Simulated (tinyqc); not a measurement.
## Trap density by the high-low method

Question. In depletion, where minority carriers are negligible, a MOS capacitor has 1/C_LF = 1/Cox + 1/(Cd + q Dit) and 1/C_HF = 1/Cox + 1/Cd. Find Cd and Dit.

Constants: q = 1.602176634e-19 C. Results are converted to the units shown.

Cox, C_LF, C_HF (uF/cm^2): [0.37152867, 0.024621733, 0.018654012]

Answer. Removing Cox from each series combination leaves Cd + q Dit and Cd; their difference over q is Dit.

Cd = 0.01964 uF/cm^2
Dit = 4.200e10 cm^-2 eV^-1

Program tinyqc, `OMP_NUM_THREADS=1 python tinyqc.py 2060153 2060154 out.jsonl`; Intel Xeon 2.30GHz, shared host, one thread, about 0.01 s.
